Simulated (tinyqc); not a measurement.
Worked calculation: LCCD on RHF in the sto-3g basis, frozen core, for BeH2, spin multiplicity 1. Computed by tinyqc, a small Python program that keeps every step (integrals from PySCF). Settings: charge = 0, multiplicity = 1, basis = sto-3g, method = RHF, frozen orbitals = 1, energy threshold = 1e-10, iteration cap = 87, orthogonalisation = symmetric, start = core, DIIS depth = 6, amplitude equations = LCCD, DIIS depth for amplitudes = 4, cap on updates = 64. Command: `OMP_NUM_THREADS=1 python tinyqc.py 30499 30500 out.jsonl` (the two numbers bound the seeds that draw the settings). One thread of a shared host (Intel(R) Xeon(R) Processor @ 2.60GHz), about 0.1 s of CPU time with the checks. The early iterations of the SCF are left out here.

## One-electron integrals

Geometry (angstrom):
```
atom         x          y         z
Be    0.000000   0.000000  0.000000
H     0.000000   1.582000  0.018000
H     0.000000  -1.582000  0.018000
```

Basis sto-3g: exponents (1/bohr^2) and contraction coefficients of normalised primitives:
```
element  l (shell)   exponent  coefficient
Be           s (1)  30.167871     0.154329
Be           s (1)   5.495115     0.535328
Be           s (1)   1.487193     0.444635
Be           s (2)   1.314833    -0.099967
Be           s (2)   0.305539     0.399513
Be           s (2)   0.099371     0.700115
Be           p (3)   1.314833     0.155916
Be           p (3)   0.305539     0.607684
Be           p (3)   0.099371     0.391957
H            s (1)   3.425251     0.154329
H            s (1)   0.623914     0.535328
H            s (1)   0.168855     0.444635
```

Overlap, kinetic and nuclear-attraction integrals over the contracted functions; the nuclear repulsion is the sum of Za Zb / Rab.

nuclear repulsion = 2.84306719 hartree

overlap S, order 1Be 1s, 1Be 2s, 1Be 2px, 1Be 2py, 1Be 2pz, 2H 1s, 3H 1s:
$$\begin{pmatrix}
1.000000 & 0.259517 & 0.000000 & 0.000000 & 0.000000 & 0.040837 & 0.040837 \\
0.259517 & 1.000000 & 0.000000 & 0.000000 & 0.000000 & 0.366268 & 0.366268 \\
0.000000 & 0.000000 & 1.000000 & 0.000000 & 0.000000 & 0.000000 & 0.000000 \\
0.000000 & 0.000000 & 0.000000 & 1.000000 & 0.000000 & 0.449868 & -0.449868 \\
0.000000 & 0.000000 & 0.000000 & 0.000000 & 1.000000 & 0.005119 & 0.005119 \\
0.040837 & 0.366268 & 0.000000 & 0.449868 & 0.005119 & 1.000000 & 0.012838 \\
0.040837 & 0.366268 & 0.000000 & -0.449868 & 0.005119 & 0.012838 & 1.000000
\end{pmatrix}$$

kinetic energy T (hartree), order 1Be 1s, 1Be 2s, 1Be 2px, 1Be 2py, 1Be 2pz, 2H 1s, 3H 1s:
$$\begin{pmatrix}
6.693975 & -0.033012 & 0.000000 & 0.000000 & 0.000000 & -0.011424 & -0.011424 \\
-0.033012 & 0.211111 & 0.000000 & 0.000000 & 0.000000 & 0.037166 & 0.037166 \\
0.000000 & 0.000000 & 0.660592 & 0.000000 & 0.000000 & 0.000000 & 0.000000 \\
0.000000 & 0.000000 & 0.000000 & 0.660592 & 0.000000 & 0.121286 & -0.121286 \\
0.000000 & 0.000000 & 0.000000 & 0.000000 & 0.660592 & 0.001380 & 0.001380 \\
-0.011424 & 0.037166 & 0.000000 & 0.121286 & 0.001380 & 0.760032 & -0.005301 \\
-0.011424 & 0.037166 & 0.000000 & -0.121286 & 0.001380 & -0.005301 & 0.760032
\end{pmatrix}$$

nuclear attraction V (hartree), order 1Be 1s, 1Be 2s, 1Be 2px, 1Be 2py, 1Be 2pz, 2H 1s, 3H 1s:
$$\begin{pmatrix}
-15.230047 & -2.072851 & 0.000000 & 0.000000 & -0.000294 & -0.324554 & -0.324554 \\
-2.072851 & -2.960498 & 0.000000 & 0.000000 & -0.002746 & -0.991031 & -0.991031 \\
0.000000 & 0.000000 & -2.881999 & 0.000000 & 0.000000 & 0.000000 & 0.000000 \\
0.000000 & 0.000000 & 0.000000 & -3.061849 & 0.000000 & -1.185443 & 1.185443 \\
-0.000294 & -0.002746 & 0.000000 & 0.000000 & -2.882023 & -0.013706 & -0.013706 \\
-0.324554 & -0.991031 & 0.000000 & -1.185443 & -0.013706 & -2.727988 & -0.041849 \\
-0.324554 & -0.991031 & 0.000000 & 1.185443 & -0.013706 & -0.041849 & -2.727988
\end{pmatrix}$$

core Hamiltonian H = T + V (hartree), order 1Be 1s, 1Be 2s, 1Be 2px, 1Be 2py, 1Be 2pz, 2H 1s, 3H 1s:
$$\begin{pmatrix}
-8.536072 & -2.105863 & 0.000000 & 0.000000 & -0.000294 & -0.335978 & -0.335978 \\
-2.105863 & -2.749388 & 0.000000 & 0.000000 & -0.002746 & -0.953865 & -0.953865 \\
0.000000 & 0.000000 & -2.221407 & 0.000000 & 0.000000 & 0.000000 & 0.000000 \\
0.000000 & 0.000000 & 0.000000 & -2.401257 & 0.000000 & -1.064157 & 1.064157 \\
-0.000294 & -0.002746 & 0.000000 & 0.000000 & -2.221431 & -0.012326 & -0.012326 \\
-0.335978 & -0.953865 & 0.000000 & -1.064157 & -0.012326 & -1.967956 & -0.047150 \\
-0.335978 & -0.953865 & 0.000000 & 1.064157 & -0.012326 & -0.047150 & -1.967956
\end{pmatrix}$$

## Two-electron integrals

Functions are numbered as in S; the eight-fold symmetry (ij|kl) = (ji|kl) = (kl|ij) leaves the list below.

Two-electron integrals (ij|kl) in chemists' order, unique and non-zero (hartree):
```
(11|11) 2.298831    (21|11) 0.392036    (21|21) 0.079539    (22|11) 0.570988
(22|21) 0.143041    (22|22) 0.417683    (31|31) 0.014607    (32|31) 0.021888
(32|32) 0.092265    (33|11) 0.569578    (33|21) 0.143083    (33|22) 0.417589
(33|33) 0.449859    (41|41) 0.014607    (42|41) 0.021888    (42|42) 0.092265
(43|43) 0.024249    (44|11) 0.569578    (44|21) 0.143083    (44|22) 0.417589
(44|33) 0.401360    (44|44) 0.449859    (51|51) 0.014607    (52|51) 0.021888
(52|52) 0.092265    (53|53) 0.024249    (54|54) 0.024249    (55|11) 0.569578
(55|21) 0.143083    (55|22) 0.417589    (55|33) 0.401360    (55|44) 0.401360
(55|55) 0.449859    (61|11) 0.060893    (61|21) 0.012347    (61|22) 0.022402
(61|33) 0.022250    (61|41) 0.001086    (61|42) 0.002057    (61|44) 0.022718
(61|51) 0.000012    (61|52) 0.000023    (61|54) 0.000005    (61|55) 0.022250
(61|61) 0.002009    (62|11) 0.163856    (62|21) 0.041736    (62|22) 0.134941
(62|33) 0.129635    (62|41) 0.005427    (62|42) 0.034800    (62|44) 0.145426
(62|51) 0.000062    (62|52) 0.000396    (62|54) 0.000180    (62|55) 0.129637
(62|61) 0.007168    (62|62) 0.067951    (63|31) 0.003612    (63|32) 0.017429
(63|43) 0.005847    (63|53) 0.000067    (63|63) 0.005807    (64|11) 0.182020
(64|21) 0.046887    (64|22) 0.158744    (64|33) 0.149376    (64|41) 0.008723
(64|42) 0.053825    (64|44) 0.177316    (64|51) 0.000058    (64|52) 0.000414
(64|54) 0.000251    (64|55) 0.149378    (64|61) 0.008368    (64|62) 0.090425
(64|64) 0.123531    (65|11) 0.002071    (65|21) 0.000533    (65|22) 0.001806
(65|33) 0.001700    (65|41) 0.000058    (65|42) 0.000414    (65|44) 0.001884
(65|51) 0.003613    (65|52) 0.017434    (65|54) 0.005849    (65|55) 0.001833
(65|61) 0.000095    (65|62) 0.001029    (65|64) 0.001339    (65|65) 0.005822
(66|11) 0.333335    (66|21) 0.086349    (66|22) 0.313966    (66|33) 0.291643
(66|41) 0.012435    (66|42) 0.105276    (66|44) 0.358312    (66|51) 0.000141
(66|52) 0.001198    (66|54) 0.000759    (66|55) 0.291651    (66|61) 0.015113
(66|62) 0.205512    (66|64) 0.288966    (66|65) 0.003288    (66|66) 0.774606
(71|11) 0.060893    (71|21) 0.012347    (71|22) 0.022402    (71|33) 0.022250
(71|41) -0.001086   (71|42) -0.002057   (71|44) 0.022718    (71|51) 0.000012
(71|52) 0.000023    (71|54) -0.000005   (71|55) 0.022250    (71|61) 0.001836
(71|62) 0.006053    (71|64) 0.006590    (71|65) 0.000081    (71|66) 0.012435
(71|71) 0.002009    (72|11) 0.163856    (72|21) 0.041736    (72|22) 0.134941
(72|33) 0.129635    (72|41) -0.005427   (72|42) -0.034800   (72|44) 0.145426
(72|51) 0.000062    (72|52) 0.000396    (72|54) -0.000180   (72|55) 0.129637
(72|61) 0.006053    (72|62) 0.033398    (72|64) 0.036383    (72|65) 0.000501
(72|66) 0.073955    (72|71) 0.007168    (72|72) 0.067951    (73|31) 0.003612
(73|32) 0.017429    (73|43) -0.005847   (73|53) 0.000067    (73|63) 0.002166
(73|73) 0.005807    (74|11) -0.182020   (74|21) -0.046887   (74|22) -0.158744
(74|33) -0.149376   (74|41) 0.008723    (74|42) 0.053825    (74|44) -0.177316
(74|51) -0.000058   (74|52) -0.000414   (74|54) 0.000251    (74|55) -0.149378
(74|61) -0.006590   (74|62) -0.036383   (74|64) -0.038729   (74|65) -0.000538
(74|66) -0.080467   (74|71) -0.008368   (74|72) -0.090425   (74|74) 0.123531
(75|11) 0.002071    (75|21) 0.000533    (75|22) 0.001806    (75|33) 0.001700
(75|41) -0.000058   (75|42) -0.000414   (75|44) 0.001884    (75|51) 0.003613
(75|52) 0.017434    (75|54) -0.005849   (75|55) 0.001833    (75|61) 0.000081
(75|62) 0.000501    (75|64) 0.000538    (75|65) 0.002173    (75|66) 0.001129
(75|71) 0.000095    (75|72) 0.001029    (75|74) -0.001339   (75|75) 0.005822
(76|11) 0.007940    (76|21) 0.001965    (76|22) 0.005577    (76|33) 0.005504
(76|44) 0.005720    (76|51) 0.000006    (76|52) 0.000031    (76|55) 0.005505
(76|61) 0.000309    (76|62) 0.001846    (76|64) 0.002199    (76|65) 0.000031
(76|66) 0.004392    (76|71) 0.000309    (76|72) 0.001846    (76|74) -0.002199
(76|75) 0.000031    (76|76) 0.000075    (77|11) 0.333335    (77|21) 0.086349
(77|22) 0.313966    (77|33) 0.291643    (77|41) -0.012435   (77|42) -0.105276
(77|44) 0.358312    (77|51) 0.000141    (77|52) 0.001198    (77|54) -0.000759
(77|55) 0.291651    (77|61) 0.012435    (77|62) 0.073955    (77|64) 0.080467
(77|65) 0.001129    (77|66) 0.167245    (77|71) 0.015113    (77|72) 0.205512
(77|74) -0.288966   (77|75) 0.003288    (77|76) 0.004392    (77|77) 0.774606
```

## Orthogonalisation

S = U s U^T; symmetric (Loewdin) form X = U s^(-1/2) U^T, so that X^T S X = 1.

eigenvalues of S: [0.357339, 0.447366, 0.956196, 1.000000, 1.000239, 1.609037, 1.629823]

X, order 1Be 1s, 1Be 2s, 1Be 2px, 1Be 2py, 1Be 2pz, 2H 1s, 3H 1s:
$$\begin{pmatrix}
1.028532 & -0.150394 & 0.000000 & 0.000000 & -0.000201 & 0.020880 & 0.020880 \\
-0.150394 & 1.158427 & 0.000000 & 0.000000 & 0.001793 & -0.225462 & -0.225462 \\
0.000000 & 0.000000 & 1.000000 & 0.000000 & 0.000000 & 0.000000 & 0.000000 \\
0.000000 & 0.000000 & 0.000000 & 1.223595 & 0.000000 & -0.314490 & 0.314490 \\
-0.000201 & 0.001793 & 0.000000 & 0.000000 & 1.000024 & -0.003080 & -0.003080 \\
0.020880 & -0.225462 & 0.000000 & -0.314490 & -0.003080 & 1.175778 & -0.056792 \\
0.020880 & -0.225462 & 0.000000 & 0.314490 & -0.003080 & -0.056792 & 1.175778
\end{pmatrix}$$

## Starting guess

The start is the orbitals of the core Hamiltonian; D = 2 C_occ C_occ^T.

D at the start, order 1Be 1s, 1Be 2s, 1Be 2px, 1Be 2py, 1Be 2pz, 2H 1s, 3H 1s:
$$\begin{pmatrix}
2.141584 & -0.535625 & 0.000000 & 0.000000 & -0.007706 & -0.011372 & -0.011372 \\
-0.535625 & 1.992179 & 0.000000 & 0.000000 & 0.031240 & 0.093209 & 0.093209 \\
0.000000 & 0.000000 & 0.000000 & 0.000000 & 0.000000 & 0.000000 & 0.000000 \\
0.000000 & 0.000000 & 0.000000 & 2.136173 & 0.000000 & -0.078869 & 0.078869 \\
-0.007706 & 0.031240 & 0.000000 & 0.000000 & 0.000490 & 0.001466 & 0.001466 \\
-0.011372 & 0.093209 & 0.000000 & -0.078869 & 0.001466 & 0.007367 & 0.001543 \\
-0.011372 & 0.093209 & 0.000000 & 0.078869 & 0.001466 & 0.001543 & 0.007367
\end{pmatrix}$$

## Iteration 7 (converged): orbitals

converged F (hartree), order 1Be 1s, 1Be 2s, 1Be 2px, 1Be 2py, 1Be 2pz, 2H 1s, 3H 1s:
$$\begin{pmatrix}
-4.531051 & -1.289892 & 0.000000 & 0.000000 & 0.000263 & -0.209917 & -0.209917 \\
-1.289892 & -0.592335 & 0.000000 & 0.000000 & -0.001870 & -0.333765 & -0.333765 \\
0.000000 & 0.000000 & 0.213749 & 0.000000 & 0.000000 & 0.000000 & 0.000000 \\
0.000000 & 0.000000 & 0.000000 & -0.141040 & 0.000000 & -0.299958 & 0.299958 \\
0.000263 & -0.001870 & 0.000000 & 0.000000 & 0.213720 & -0.002640 & -0.002640 \\
-0.209917 & -0.333765 & 0.000000 & -0.299958 & -0.002640 & -0.228911 & -0.013263 \\
-0.209917 & -0.333765 & 0.000000 & 0.299958 & -0.002640 & -0.013263 & -0.228911
\end{pmatrix}$$

Diagonalise F' = X^T F X, C = X C', fill 3 alpha and 3 beta electrons from the bottom; D = 2 C_occ C_occ^T. Each column has its largest component positive (the first on a tie).

F' = X^T F X (hartree):
$$\begin{pmatrix}
-4.421696 & -0.699797 & 0.000000 & 0.000000 & 0.000106 & -0.002351 & -0.002351 \\
-0.699797 & -0.152322 & 0.000000 & 0.000000 & 0.000751 & -0.274185 & -0.274185 \\
0.000000 & 0.000000 & 0.213749 & 0.000000 & 0.000000 & 0.000000 & 0.000000 \\
0.000000 & 0.000000 & 0.000000 & 0.207886 & 0.000000 & -0.373855 & 0.373855 \\
0.000106 & 0.000751 & 0.000000 & 0.000000 & 0.213758 & -0.003259 & -0.003259 \\
-0.002351 & -0.274185 & 0.000000 & -0.373855 & -0.003259 & 0.041849 & -0.067726 \\
-0.002351 & -0.274185 & 0.000000 & 0.373855 & -0.003259 & -0.067726 & 0.041849
\end{pmatrix}$$

orbital energies (hartree): MO1 -4.534401, MO2 -0.415176, MO3 -0.372260, MO4 0.213663, MO5 0.213749, MO6 0.349777, MO7 0.689722

coefficients C, order 1Be 1s, 1Be 2s, 1Be 2px, 1Be 2py, 1Be 2pz, 2H 1s, 3H 1s:
$$\begin{pmatrix}
0.991877 & -0.212145 & 0.000000 & 0.007148 & 0.000000 & -0.229112 & 0.000000 \\
0.031043 & 0.610497 & 0.000000 & -0.030032 & 0.000000 & 1.044829 & 0.000000 \\
0.000000 & 0.000000 & 0.000000 & 0.000000 & 1.000000 & 0.000000 & 0.000000 \\
0.000000 & 0.000000 & 0.495467 & 0.000000 & 0.000000 & 0.000000 & 1.203954 \\
-0.000010 & 0.002547 & 0.000000 & 0.999510 & 0.000000 & 0.032303 & 0.000000 \\
-0.003827 & 0.392482 & 0.432344 & 0.015436 & 0.000000 & -0.723221 & -0.819510 \\
-0.003827 & 0.392482 & -0.432344 & 0.015436 & 0.000000 & -0.723221 & 0.819510
\end{pmatrix}$$

D after iteration 7, order 1Be 1s, 1Be 2s, 1Be 2px, 1Be 2py, 1Be 2pz, 2H 1s, 3H 1s:
$$\begin{pmatrix}
2.057650 & -0.197446 & 0.000000 & 0.000000 & -0.001100 & -0.174119 & -0.174119 \\
-0.197446 & 0.747341 & 0.000000 & 0.000000 & 0.003109 & 0.478980 & 0.478980 \\
0.000000 & 0.000000 & 0.000000 & 0.000000 & 0.000000 & 0.000000 & 0.000000 \\
0.000000 & 0.000000 & 0.000000 & 0.490975 & 0.000000 & 0.428425 & -0.428425 \\
-0.001100 & 0.003109 & 0.000000 & 0.000000 & 0.000013 & 0.001999 & 0.001999 \\
-0.174119 & 0.478980 & 0.000000 & 0.428425 & 0.001999 & 0.681956 & -0.065730 \\
-0.174119 & 0.478980 & 0.000000 & -0.428425 & 0.001999 & -0.065730 & 0.681956
\end{pmatrix}$$

## Convergence

Stop when the energy changes by less than 1e-10 hartree and every element of the error matrix X^T (F D S - S D F) X is below 3e-06.

Course of the cycle:
```
iteration   E (hartree)     change  largest element of the error matrix
1          -14.77152684          -                             5.43e-01
2          -15.50896867  -7.37e-01                             2.26e-02
3          -15.50954604  -5.77e-04                             2.29e-03
4          -15.50956003  -1.40e-05                             4.12e-04
5          -15.50956062  -5.87e-07                             1.51e-05
6          -15.50956062  -6.90e-10                             1.84e-06
7          -15.50956062  -1.14e-11                             1.00e-08
```

PySCF RHF in the same basis = -15.50956062 hartree

Converged in 7 iterations.

## Populations, bond orders and dipole

Mulliken: Z minus the diagonal of D S on the atom; Loewdin: the same with S^(1/2) D S^(1/2); Mayer order: 2 sum_s sum (D(s) S)_ij (D(s) S)_ji over the two atoms.

Charges (e):
```
atom   Mulliken    Loewdin
1Be    0.084363   0.072402
2H    -0.042182  -0.036201
3H    -0.042182  -0.036201
```

Mayer bond orders:
```
pair     order
2-1   0.991599
3-1   0.991599
3-2   0.006622
```

dipole moment about the origin, x y z (debye): [0.000000, 0.000000, -0.051430]

## Integrals over molecular orbitals

(pq|rs) = sum C_ip C_jq C_kr C_ls (ij|kl), one index at a time.

one-electron integrals over orbitals h = C^T H C (hartree):
$$\begin{pmatrix}
-8.524788 & 0.207895 & 0.000000 & -0.007122 & 0.000000 & 0.203971 & 0.000000 \\
0.207895 & -2.286621 & 0.000000 & 0.004213 & 0.000000 & -0.246515 & 0.000000 \\
0.000000 & 0.000000 & -2.219380 & 0.000000 & 0.000000 & 0.000000 & -0.314928 \\
-0.007122 & 0.004213 & 0.000000 & -2.221207 & 0.000000 & -0.008042 & 0.000000 \\
0.000000 & 0.000000 & 0.000000 & 0.000000 & -2.221407 & 0.000000 & 0.000000 \\
0.203971 & -0.246515 & 0.000000 & -0.008042 & 0.000000 & -1.890188 & 0.000000 \\
0.000000 & 0.000000 & -0.314928 & 0.000000 & 0.000000 & 0.000000 & -1.860836
\end{pmatrix}$$

Two-electron integrals over orbitals (pq|rs), unique and non-zero (hartree); the lowest 1 orbital is frozen and left out:
```
(22|22) 0.372552    (32|32) 0.158209    (33|22) 0.384123    (33|33) 0.407517
(42|22) 0.001068    (42|33) 0.001441    (42|42) 0.047348    (43|32) 0.002183
(43|43) 0.012370    (44|22) 0.352572    (44|33) 0.333495    (44|42) -0.004366
(44|44) 0.449906    (52|52) 0.047334    (53|53) 0.012324    (54|52) -0.001354
(54|54) 0.024277    (55|22) 0.352602    (55|33) 0.333492    (55|42) -0.001662
(55|44) 0.401328    (55|55) 0.449859    (62|22) -0.014097   (62|33) -0.040886
(62|42) -0.000783   (62|44) 0.068241    (62|55) 0.068373    (62|62) 0.083596
(63|32) -0.092076   (63|43) -0.001871   (63|63) 0.087614    (64|22) 0.000228
(64|33) -0.000770   (64|42) 0.046345    (64|44) -0.000364   (64|55) 0.001311
(64|62) 0.003594    (64|64) 0.049005    (65|52) 0.046490    (65|54) -0.000840
(65|65) 0.049082    (66|22) 0.374631    (66|33) 0.385738    (66|42) 0.003691
(66|44) 0.351148    (66|55) 0.351286    (66|62) -0.027304   (66|64) 0.002290
(66|66) 0.391659    (72|32) -0.038856   (72|43) -0.001737   (72|63) 0.062844
(72|72) 0.057387    (73|22) 0.001122    (73|33) -0.017961   (73|42) -0.002390
(73|44) 0.070826    (73|55) 0.070857    (73|62) 0.079227    (73|64) 0.001827
(73|66) -0.020421   (73|73) 0.087552    (74|32) -0.003919   (74|43) 0.013166
(74|63) 0.002543    (74|72) 0.000790    (74|74) 0.017066    (75|53) 0.013224
(75|75) 0.016966    (76|32) 0.139395    (76|43) 0.002415    (76|63) -0.091316
(76|72) -0.046842   (76|74) -0.003393   (76|76) 0.136176    (77|22) 0.398536
(77|33) 0.414359    (77|42) 0.000294    (77|44) 0.376608    (77|55) 0.376586
(77|62) -0.018083   (77|64) -0.000767   (77|66) 0.408404    (77|73) 0.004041
(77|77) 0.451936
```

## LCCD: starting amplitudes

t_ij^ab = <ij||ab> / (e_i + e_j - e_a - e_b), whose energy is MP2.

Starting amplitudes (spin orbitals 1a, 1b, ...; amplitudes related by a flip of all spins are not repeated):
```
from      to          t
3a 3b  6a 6b  -0.060671
2a 2b  6a 6b  -0.054641
2a 3b  6a 7b  -0.043366
3a 3b  7a 7b  -0.041221
2a 2b  4a 4b  -0.037647
2a 2b  5a 5b  -0.037631
2a 3b  6b 7a   0.034398
2a 2b  7a 7b  -0.025969
3a 3b  4a 4b  -0.010556
3a 3b  5a 5b  -0.010515
2a 3a  6a 7a  -0.008968
3a 3b  4a 6b   0.001431
2a 3b  4a 7b   0.001414
2a 3b  4b 7a  -0.001028
2a 2b  4a 6b   0.000562
2a 3a  4a 7a   0.000386
```

correlation energy = -0.03031241 hartree

## LCCD: amplitude update 1

t_ij^ab D_ij^ab are set to the remaining terms of the spin-orbital equations, evaluated with the old amplitudes; for the doubles these are <ij||ab> + 1/2 <ab||ef> t_ij^ef + 1/2 <mn||ij> t_mn^ab + P(ij)P(ab) <mb||ej> t_im^ae, D the orbital-energy denominators (linear CCD).

Amplitudes after update 1 (spin orbitals 1a, 1b, ...; amplitudes related by a flip of all spins are not repeated):
```
from      to          t
3a 3b  6a 6b  -0.086773
2a 2b  6a 6b  -0.072648
2a 3b  6a 7b  -0.061221
3a 3b  7a 7b  -0.053620
2a 3b  6b 7a   0.051036
2a 2b  4a 4b  -0.047880
2a 2b  5a 5b  -0.047857
2a 2b  7a 7b  -0.035138
2a 3a  6a 7a  -0.010185
3a 3b  4a 4b  -0.006201
3a 3b  5a 5b  -0.006132
3a 3b  4a 6b   0.002343
2a 3b  4a 7b   0.001976
2a 3b  4b 7a  -0.001525
2a 2b  4a 6b   0.000804
2a 3a  4a 7a   0.000451
```

correlation energy = -0.04154558 hartree

## LCCD: convergence

E_corr = 1/4 sum <ij||ab> t_ij^ab; stop when the norm of the change is below 1e-8.

Course of the amplitude iterations:
```
update  correlation energy (hartree)  norm of the change
0                        -0.03031241                   -
1                        -0.04154558            1.04e-01
2                        -0.04603182            4.44e-02
3                        -0.04935186            2.00e-02
4                        -0.04933876            2.45e-03
5                        -0.04933960            7.10e-04
6                        -0.04934067            7.41e-05
7                        -0.04934122            3.34e-05
8                        -0.04934110            4.05e-06
9                        -0.04934107            5.82e-07
10                       -0.04934105            2.13e-07
11                       -0.04934104            3.61e-08
12                       -0.04934104            9.11e-09
```

Converged amplitudes (spin orbitals 1a, 1b, ...; amplitudes related by a flip of all spins are not repeated):
```
from      to          t
3a 3b  6a 6b  -0.112059
2a 2b  6a 6b  -0.082336
2a 3b  6a 7b  -0.073205
2a 3b  6b 7a   0.062566
3a 3b  7a 7b  -0.060126
2a 2b  4a 4b  -0.054761
2a 2b  5a 5b  -0.054739
2a 2b  7a 7b  -0.042540
2a 3a  6a 7a  -0.010638
3a 3b  5a 5b   0.003849
3a 3b  4a 4b   0.003741
3a 3b  4a 6b   0.003472
2a 3b  4a 7b   0.002360
2a 3b  4b 7a  -0.001879
2a 2b  4a 6b   0.000878
2a 3a  4a 7a   0.000481
```

LCCD total energy = -15.55890166 hartree

Converged in 12 updates, with DIIS from the third.
